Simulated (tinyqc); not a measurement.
G0W0 on RHF in the sto-6g basis, for BeH2, spin multiplicity 1, step by step (part 1 of 2). Computed by tinyqc, a small Python program that keeps every step (integrals from PySCF). Settings: charge = 0, multiplicity = 1, basis = sto-6g, method = RHF, energy threshold = 1e-10, iteration cap = 76, orthogonalisation = symmetric, start = Wolfsberg-Helmholz matrix, DIIS depth = 6. Command: `OMP_NUM_THREADS=1 python tinyqc.py 26315 26316 out.jsonl` (the two numbers bound the seeds that draw the settings). One thread of a shared host (Intel(R) Xeon(R) Processor @ 2.60GHz), about 0.1 s of CPU time with the checks. The early iterations of the SCF are left out here.

## One-electron integrals

Geometry (angstrom):
```
atom         x          y         z
Be    0.000000   0.000000  0.000000
H     0.000000   1.372000  0.000000
H     0.000000  -1.372000  0.000000
```

Basis sto-6g: exponents (1/bohr^2) and contraction coefficients of normalised primitives:
```
element  l (shell)    exponent  coefficient
Be           s (1)  312.870494     0.009164
Be           s (1)   57.364463     0.049361
Be           s (1)   16.048509     0.168538
Be           s (1)    5.513096     0.370563
Be           s (1)    2.140897     0.416492
Be           s (1)    0.881739     0.130334
Be           s (2)   13.633247    -0.013253
Be           s (2)    2.698375    -0.046992
Be           s (2)    0.838653    -0.033785
Be           s (2)    0.322660     0.250242
Be           s (2)    0.140131     0.595117
Be           s (2)    0.064233     0.240706
Be           p (3)   13.633247     0.003760
Be           p (3)    2.698375     0.037679
Be           p (3)    0.838653     0.173897
Be           p (3)    0.322660     0.418036
Be           p (3)    0.140131     0.425860
Be           p (3)    0.064233     0.101708
H            s (1)   35.523221     0.009164
H            s (1)    6.513144     0.049361
H            s (1)    1.822143     0.168538
H            s (1)    0.625955     0.370563
H            s (1)    0.243077     0.416492
H            s (1)    0.100112     0.130334
```

Overlap, kinetic and nuclear-attraction integrals over the contracted functions; the nuclear repulsion is the sum of Za Zb / Rab.

nuclear repulsion = 3.27843024 hartree

overlap S:
```
           1Be 1s    1Be 2s   1Be 2px    1Be 2py   1Be 2pz     2H 1s      3H 1s
1Be 1s   1.000000  0.254764  0.000000   0.000000  0.000000  0.067158   0.067158
1Be 2s   0.254764  1.000000  0.000000   0.000000  0.000000  0.447861   0.447861
1Be 2px  0.000000  0.000000  1.000000   0.000000  0.000000  0.000000   0.000000
1Be 2py  0.000000  0.000000  0.000000   1.000000  0.000000  0.515971  -0.515971
1Be 2pz  0.000000  0.000000  0.000000   0.000000  1.000000  0.000000   0.000000
2H 1s    0.067158  0.447861  0.000000   0.515971  0.000000  1.000000   0.034217
3H 1s    0.067158  0.447861  0.000000  -0.515971  0.000000  0.034217   1.000000
```

kinetic energy T (hartree):
```
            1Be 1s     1Be 2s   1Be 2px    1Be 2py   1Be 2pz      2H 1s      3H 1s
1Be 1s    6.768753  -0.207382  0.000000   0.000000  0.000000  -0.014012  -0.014012
1Be 2s   -0.207382   0.220121  0.000000   0.000000  0.000000   0.064206   0.064206
1Be 2px   0.000000   0.000000  0.661265   0.000000  0.000000   0.000000   0.000000
1Be 2py   0.000000   0.000000  0.000000   0.661265  0.000000   0.182663  -0.182663
1Be 2pz   0.000000   0.000000  0.000000   0.000000  0.661265   0.000000   0.000000
2H 1s    -0.014012   0.064206  0.000000   0.182663  0.000000   0.768522  -0.007829
3H 1s    -0.014012   0.064206  0.000000  -0.182663  0.000000  -0.007829   0.768522
```

nuclear attraction V (hartree):
```
             1Be 1s     1Be 2s    1Be 2px    1Be 2py    1Be 2pz      2H 1s      3H 1s
1Be 1s   -15.486186  -1.847246   0.000000   0.000000   0.000000  -0.533380  -0.533380
1Be 2s    -1.847246  -3.025465   0.000000   0.000000   0.000000  -1.308314  -1.308314
1Be 2px    0.000000   0.000000  -2.950479   0.000000   0.000000   0.000000   0.000000
1Be 2py    0.000000   0.000000   0.000000  -3.175143   0.000000  -1.479182   1.479182
1Be 2pz    0.000000   0.000000   0.000000   0.000000  -2.950479   0.000000   0.000000
2H 1s     -0.533380  -1.308314   0.000000  -1.479182   0.000000  -2.964704  -0.113129
3H 1s     -0.533380  -1.308314   0.000000   1.479182   0.000000  -0.113129  -2.964704
```

core Hamiltonian H = T + V (hartree):
```
            1Be 1s     1Be 2s    1Be 2px    1Be 2py    1Be 2pz      2H 1s      3H 1s
1Be 1s   -8.717434  -2.054628   0.000000   0.000000   0.000000  -0.547392  -0.547392
1Be 2s   -2.054628  -2.805344   0.000000   0.000000   0.000000  -1.244108  -1.244108
1Be 2px   0.000000   0.000000  -2.289214   0.000000   0.000000   0.000000   0.000000
1Be 2py   0.000000   0.000000   0.000000  -2.513877   0.000000  -1.296519   1.296519
1Be 2pz   0.000000   0.000000   0.000000   0.000000  -2.289214   0.000000   0.000000
2H 1s    -0.547392  -1.244108   0.000000  -1.296519   0.000000  -2.196182  -0.120958
3H 1s    -0.547392  -1.244108   0.000000   1.296519   0.000000  -0.120958  -2.196182
```

## Two-electron integrals

Functions are numbered as in S; the eight-fold symmetry (ij|kl) = (ji|kl) = (kl|ij) leaves the list below.

Two-electron integrals (ij|kl) in chemists' order, unique and non-zero (hartree):
```
(11|11) 2.299996    (21|11) 0.361879    (21|21) 0.071926    (22|11) 0.570332
(22|21) 0.139654    (22|22) 0.417773    (31|31) 0.015252    (32|31) 0.022555
(32|32) 0.092340    (33|11) 0.570332    (33|21) 0.139654    (33|22) 0.417773
(33|33) 0.450117    (41|41) 0.015252    (42|41) 0.022555    (42|42) 0.092340
(43|43) 0.024258    (44|11) 0.570332    (44|21) 0.139654    (44|22) 0.417773
(44|33) 0.401601    (44|44) 0.450117    (51|51) 0.015252    (52|51) 0.022555
(52|52) 0.092340    (53|53) 0.024258    (54|54) 0.024258    (55|11) 0.570332
(55|21) 0.139654    (55|22) 0.417773    (55|33) 0.401601    (55|44) 0.401601
(55|55) 0.450117    (61|11) 0.098432    (61|21) 0.018977    (61|22) 0.036621
(61|33) 0.036320    (61|41) 0.001873    (61|42) 0.003606    (61|44) 0.037223
(61|55) 0.036320    (61|61) 0.005295    (62|11) 0.217225    (62|21) 0.053921
(62|22) 0.173381    (62|33) 0.167072    (62|41) 0.007544    (62|42) 0.042917
(62|44) 0.186000    (62|55) 0.167072    (62|61) 0.015667    (62|62) 0.103804
(63|31) 0.005439    (63|32) 0.024150    (63|43) 0.007624    (63|63) 0.010046
(64|11) 0.227333    (64|21) 0.057191    (64|22) 0.192345    (64|33) 0.181065
(64|41) 0.012279    (64|42) 0.067117    (64|44) 0.214904    (64|55) 0.181065
(64|61) 0.017502    (64|62) 0.131460    (64|64) 0.172692    (65|51) 0.005439
(65|52) 0.024150    (65|54) 0.007624    (65|65) 0.010046    (66|11) 0.382563
(66|21) 0.096950    (66|22) 0.346478    (66|33) 0.321427    (66|41) 0.016626
(66|42) 0.119056    (66|44) 0.396581    (66|55) 0.321427    (66|61) 0.029271
(66|62) 0.259270    (66|64) 0.349592    (66|66) 0.774999    (71|11) 0.098432
(71|21) 0.018977    (71|22) 0.036621    (71|33) 0.036320    (71|41) -0.001873
(71|42) -0.003606   (71|44) 0.037223    (71|55) 0.036320    (71|61) 0.004797
(71|62) 0.013001    (71|64) 0.013201    (71|66) 0.022957    (71|71) 0.005295
(72|11) 0.217225    (72|21) 0.053921    (72|22) 0.173381    (72|33) 0.167072
(72|41) -0.007544   (72|42) -0.042917   (72|44) 0.186000    (72|55) 0.167072
(72|61) 0.013001    (72|62) 0.056006    (72|64) 0.056094    (72|66) 0.103830
(72|71) 0.015667    (72|72) 0.103804    (73|31) 0.005439    (73|32) 0.024150
(73|43) -0.007624   (73|63) 0.004386    (73|73) 0.010046    (74|11) -0.227333
(74|21) -0.057191   (74|22) -0.192345   (74|33) -0.181065   (74|41) 0.012279
(74|42) 0.067117    (74|44) -0.214904   (74|55) -0.181065   (74|61) -0.013201
(74|62) -0.056094   (74|64) -0.053481   (74|66) -0.101748   (74|71) -0.017502
(74|72) -0.131460   (74|74) 0.172692    (75|51) 0.005439    (75|52) 0.024150
(75|54) -0.007624   (75|65) 0.004386    (75|75) 0.010046    (76|11) 0.020411
(76|21) 0.004925    (76|22) 0.014509    (76|33) 0.014233    (76|44) 0.015060
(76|55) 0.014233    (76|61) 0.001301    (76|62) 0.006283    (76|64) 0.007144
(76|66) 0.013218    (76|71) 0.001301    (76|72) 0.006283    (76|74) -0.007144
(76|76) 0.000515    (77|11) 0.382563    (77|21) 0.096950    (77|22) 0.346478
(77|33) 0.321427    (77|41) -0.016626   (77|42) -0.119056   (77|44) 0.396581
(77|55) 0.321427    (77|61) 0.022957    (77|62) 0.103830    (77|64) 0.101748
(77|66) 0.192806    (77|71) 0.029271    (77|72) 0.259270    (77|74) -0.349592
(77|76) 0.013218    (77|77) 0.774999
```

## Orthogonalisation

S = U s U^T; symmetric (Loewdin) form X = U s^(-1/2) U^T, so that X^T S X = 1.

eigenvalues of S: 0.252997  0.360672  0.939426  1.000000  1.000000  1.712786  1.734119

X:
```
            1Be 1s     1Be 2s   1Be 2px    1Be 2py   1Be 2pz      2H 1s      3H 1s
1Be 1s    1.027098  -0.148301  0.000000   0.000000  0.000000   0.015930   0.015930
1Be 2s   -0.148301   1.241709  0.000000   0.000000  0.000000  -0.300829  -0.300829
1Be 2px   0.000000   0.000000  1.000000   0.000000  0.000000   0.000000   0.000000
1Be 2py   0.000000   0.000000  0.000000   1.361762  0.000000  -0.432638   0.432638
1Be 2pz   0.000000   0.000000  0.000000   0.000000  1.000000   0.000000   0.000000
2H 1s     0.015930  -0.300829  0.000000  -0.432638  0.000000   1.288939  -0.101514
3H 1s     0.015930  -0.300829  0.000000   0.432638  0.000000  -0.101514   1.288939
```

## Iteration 6 (converged): orbitals

converged F (hartree):
```
            1Be 1s     1Be 2s   1Be 2px    1Be 2py   1Be 2pz      2H 1s      3H 1s
1Be 1s   -4.589765  -1.248801  0.000000   0.000000  0.000000  -0.334542  -0.334542
1Be 2s   -1.248801  -0.596533  0.000000   0.000000  0.000000  -0.402720  -0.402720
1Be 2px   0.000000   0.000000  0.209180   0.000000  0.000000   0.000000   0.000000
1Be 2py   0.000000   0.000000  0.000000  -0.224419  0.000000  -0.331012   0.331012
1Be 2pz   0.000000   0.000000  0.000000   0.000000  0.209180   0.000000   0.000000
2H 1s    -0.334542  -0.402720  0.000000  -0.331012  0.000000  -0.304200  -0.043841
3H 1s    -0.334542  -0.402720  0.000000   0.331012  0.000000  -0.043841  -0.304200
```

Diagonalise F' = X^T F X, C = X C', fill 3 alpha and 3 beta electrons from the bottom; D = 2 C_occ C_occ^T. Each column has its largest component positive (the first on a tie).

F' = X^T F X (hartree):
```
           1          2         3          4         5          6          7
1  -4.492832  -0.651386  0.000000   0.000000  0.000000  -0.052887  -0.052887
2  -0.651386  -0.081739  0.000000   0.000000  0.000000  -0.326975  -0.326975
3   0.000000   0.000000  0.209180   0.000000  0.000000   0.000000   0.000000
4   0.000000   0.000000  0.000000   0.266437  0.000000  -0.461837   0.461837
5   0.000000   0.000000  0.000000   0.000000  0.209180   0.000000   0.000000
6  -0.052887  -0.326975  0.000000  -0.461837  0.000000   0.091071  -0.118049
7  -0.052887  -0.326975  0.000000   0.461837  0.000000  -0.118049   0.091071
```

orbital energies (hartree): MO1 -4.591359, MO2 -0.452180, MO3 -0.415986, MO4 0.209180, MO5 0.209180, MO6 0.441989, MO7 0.891543

coefficients C:
```
               MO1        MO2        MO3       MO4       MO5        MO6        MO7
1Be 1s    0.994638  -0.211668   0.000000  0.000000  0.000000  -0.208139   0.000000
1Be 2s    0.021468   0.559170   0.000000  0.000000  0.000000   1.196536   0.000000
1Be 2px   0.000000   0.000000   0.000000  1.000000  0.000000   0.000000   0.000000
1Be 2py   0.000000   0.000000   0.499551  0.000000  0.000000   0.000000   1.406839
1Be 2pz   0.000000   0.000000   0.000000  0.000000  1.000000   0.000000   0.000000
2H 1s    -0.002147   0.397664   0.411160  0.000000  0.000000  -0.798498  -0.992372
3H 1s    -0.002147   0.397664  -0.411160  0.000000  0.000000  -0.798498   0.992372
```

D after iteration 6:
```
            1Be 1s     1Be 2s   1Be 2px    1Be 2py   1Be 2pz      2H 1s      3H 1s
1Be 1s    2.068218  -0.194010  0.000000   0.000000  0.000000  -0.172616  -0.172616
1Be 2s   -0.194010   0.626263  0.000000   0.000000  0.000000   0.444632   0.444632
1Be 2px   0.000000   0.000000  0.000000   0.000000  0.000000   0.000000   0.000000
1Be 2py   0.000000   0.000000  0.000000   0.499102  0.000000   0.410791  -0.410791
1Be 2pz   0.000000   0.000000  0.000000   0.000000  0.000000   0.000000   0.000000
2H 1s    -0.172616   0.444632  0.000000   0.410791  0.000000   0.654388  -0.021822
3H 1s    -0.172616   0.444632  0.000000  -0.410791  0.000000  -0.021822   0.654388
```

Within a degenerate level the vectors are fixed only up to a rotation; this is one choice.

## Convergence

Stop when the energy changes by less than 1e-10 hartree and every element of the error matrix X^T (F D S - S D F) X is below 3e-06.

Course of the cycle:
```
iteration   E (hartree)     change  largest element of the error matrix
1          -15.70289257          -                             1.47e-01
2          -15.71982413  -1.69e-02                             1.52e-02
3          -15.72010435  -2.80e-04                             1.47e-03
4          -15.72010907  -4.72e-06                             1.89e-05
5          -15.72010907  -4.85e-10                             4.91e-07
6          -15.72010907  -3.34e-13                             2.31e-10
```

PySCF RHF in the same basis = -15.72010907 hartree

Converged in 6 iterations.

## Integrals over molecular orbitals

(pq|rs) = sum C_ip C_jq C_kr C_ls (ij|kl), one index at a time.

one-electron integrals over orbitals h = C^T H C (hartree):
```
           1          2          3          4          5          6          7
1  -8.708362   0.220423   0.000000   0.000000   0.000000   0.206680   0.000000
2   0.220423  -2.436471   0.000000   0.000000   0.000000  -0.197363   0.000000
3   0.000000   0.000000  -2.394181   0.000000   0.000000   0.000000  -0.287673
4   0.000000   0.000000   0.000000  -2.289214   0.000000   0.000000   0.000000
5   0.000000   0.000000   0.000000   0.000000  -2.289214   0.000000   0.000000
6   0.206680  -0.197363   0.000000   0.000000   0.000000  -1.934744   0.000000
7   0.000000   0.000000  -0.287673   0.000000   0.000000   0.000000  -1.822508
```

Two-electron integrals over orbitals (pq|rs), unique and non-zero (hartree):
```
(11|11) 2.280550    (21|11) -0.195965   (21|21) 0.026366    (22|11) 0.482924
(22|21) -0.006351   (22|22) 0.394212    (31|31) 0.005878    (32|31) 0.013363
(32|32) 0.164588    (33|11) 0.451424    (33|21) -0.002372   (33|22) 0.407593
(33|33) 0.430627    (41|41) 0.016044    (42|41) 0.014976    (42|42) 0.048430
(43|43) 0.014231    (44|11) 0.570052    (44|21) -0.007379   (44|22) 0.365654
(44|33) 0.352844    (44|44) 0.450117    (51|51) 0.016044    (52|51) 0.014976
(52|52) 0.048430    (53|53) 0.014231    (54|54) 0.024258    (55|11) 0.570052
(55|21) -0.007379   (55|22) 0.365654    (55|33) 0.352844    (55|44) 0.401601
(55|55) 0.450117    (61|11) -0.194513   (61|21) 0.026957    (61|22) -0.006866
(61|33) -0.003661   (61|44) -0.004855   (61|55) -0.004855   (61|61) 0.027791
(62|11) 0.122651    (62|21) -0.006966   (62|22) -0.023079   (62|33) -0.045841
(62|44) 0.055917    (62|55) 0.055917    (62|61) -0.005100   (62|62) 0.079249
(63|31) -0.001921   (63|32) -0.093778   (63|63) 0.083142    (64|41) 0.016419
(64|42) 0.047305    (64|64) 0.051352    (65|51) 0.016419    (65|52) 0.047305
(65|65) 0.051352    (66|11) 0.484726    (66|21) -0.007300   (66|22) 0.394074
(66|33) 0.404658    (66|44) 0.366947    (66|55) 0.366947    (66|61) -0.007191
(66|62) -0.031420   (66|66) 0.409354    (71|31) 0.011088    (71|32) 0.019858
(71|63) -0.001311   (71|71) 0.021289    (72|31) 0.003738    (72|32) -0.044452
(72|63) 0.061961    (72|71) 0.007481    (72|72) 0.057653    (73|11) 0.142700
(73|21) -0.004642   (73|22) -0.005331   (73|33) -0.020429   (73|44) 0.061502
(73|55) 0.061502    (73|61) -0.003405   (73|62) 0.074734    (73|66) -0.023583
(73|73) 0.083757    (74|43) 0.013690    (74|74) 0.016583    (75|53) 0.013690
(75|75) 0.016583    (76|31) 0.010993    (76|32) 0.143022    (76|63) -0.093537
(76|71) 0.016671    (76|72) -0.054497   (76|76) 0.139903    (77|11) 0.572197
(77|21) -0.008247   (77|22) 0.423922    (77|33) 0.442256    (77|44) 0.388751
(77|55) 0.388751    (77|61) -0.008471   (77|62) -0.032759   (77|66) 0.432800
(77|73) -0.008598   (77|77) 0.483367
```

## Screening: direct RPA

With D = e_a - e_i and K = (ia|jb): diagonalise D^(1/2) (D + 4K) D^(1/2) = Z w^2 Z^T; X + Y = D^(1/2) Z w^(-1/2), each column of Z with its largest component positive (the first on a tie); E_c = (sum w - tr (D + 2K)) / 2.

D^(1/2) (D + 4K) D^(1/2) (hartree^2):
```
           1>4        1>5        1>6        1>7       2>4       2>5        2>6       2>7
1>4  23.353250   0.000000   0.000000   0.000000  0.106742  0.000000   0.000000  0.000000
1>5   0.000000  23.353250   0.000000   0.000000  0.000000  0.106742   0.000000  0.000000
1>6   0.000000   0.000000  25.894110   0.000000  0.000000  0.000000  -0.043277  0.000000
1>7   0.000000   0.000000   0.000000  30.529124  0.000000  0.000000   0.000000  0.081226
2>4   0.106742   0.000000   0.000000   0.000000  0.565517  0.000000   0.000000  0.000000
2>5   0.000000   0.106742   0.000000   0.000000  0.000000  0.565517   0.000000  0.000000
2>6   0.000000   0.000000  -0.043277   0.000000  0.000000  0.000000   1.082986  0.000000
2>7   0.000000   0.000000   0.000000   0.081226  0.000000  0.000000   0.000000  2.115473
3>4   0.000000   0.000000   0.000000   0.000000  0.000000  0.000000   0.000000  0.000000
3>5   0.000000   0.000000   0.000000   0.000000  0.000000  0.000000   0.000000  0.000000
3>6   0.000000   0.000000   0.000000  -0.011372  0.000000  0.000000   0.000000  0.266118
3>7   0.000000   0.000000  -0.034944   0.000000  0.000000  0.000000   0.323232  0.000000

          3>4       3>5        3>6        3>7
1>4  0.000000  0.000000   0.000000   0.000000
1>5  0.000000  0.000000   0.000000   0.000000
1>6  0.000000  0.000000   0.000000  -0.034944
1>7  0.000000  0.000000  -0.011372   0.000000
2>4  0.000000  0.000000   0.000000   0.000000
2>5  0.000000  0.000000   0.000000   0.000000
2>6  0.000000  0.000000   0.000000   0.323232
2>7  0.000000  0.000000   0.266118   0.000000
3>4  0.426420  0.000000   0.000000   0.000000
3>5  0.000000  0.426420   0.000000   0.000000
3>6  0.000000  0.000000   1.021458   0.000000
3>7  0.000000  0.000000   0.000000   2.147692
```

excitation energies w (hartree): 0.653008  0.653008  0.751676  0.751676  0.979863  0.996242  1.475318  1.496012  4.832572  4.832572  5.088638  5.525338

X + Y:
```
            1         2          3          4          5          6          7         8
1>4  0.000000  0.000000  -0.011837   0.000001   0.000000   0.000000   0.000000  0.000000
1>5  0.000000  0.000000  -0.000001  -0.011837   0.000000   0.000000   0.000000  0.000000
1>6  0.000000  0.000000   0.000000   0.000000   0.000000   0.002912   0.000000  0.003513
1>7  0.000000  0.000000   0.000000   0.000000   0.002345   0.000000  -0.005208  0.000000
2>4  0.000000  0.000000   0.937992  -0.000043   0.000000   0.000000   0.000000  0.000000
2>5  0.000000  0.000000   0.000043   0.937992   0.000000   0.000000   0.000000  0.000000
2>6  0.000000  0.000000   0.000000   0.000000   0.000000   0.912354   0.000000  0.208291
2>7  0.000000  0.000000   0.000000   0.000000  -0.262928   0.000000   0.929989  0.000000
3>4  0.000000  0.978450   0.000000   0.000000   0.000000   0.000000   0.000000  0.000000
3>5  0.978450  0.000000   0.000000   0.000000   0.000000   0.000000   0.000000  0.000000
3>6  0.000000  0.000000   0.000000   0.000000   0.911848   0.000000   0.171223  0.000000
3>7  0.000000  0.000000   0.000000   0.000000   0.000000  -0.308657   0.000000  0.900314

            9        10         11         12
1>4  0.000000  0.996669   0.000000   0.000000
1>5  0.996669  0.000000   0.000000   0.000000
1>6  0.000000  0.000000   0.994550   0.000000
1>7  0.000000  0.000000   0.000000   0.996148
2>4  0.000000  0.001733   0.000000   0.000000
2>5  0.001733  0.000000   0.000000   0.000000
2>6  0.000000  0.000000  -0.000739   0.000000
2>7  0.000000  0.000000   0.000000   0.001408
3>4  0.000000  0.000000   0.000000   0.000000
3>5  0.000000  0.000000   0.000000   0.000000
3>6  0.000000  0.000000   0.000000  -0.000142
3>7  0.000000  0.000000  -0.000758   0.000000
```

RPA correlation energy = -0.03921908 hartree

Within a degenerate level the vectors are fixed only up to a rotation; this is one choice.
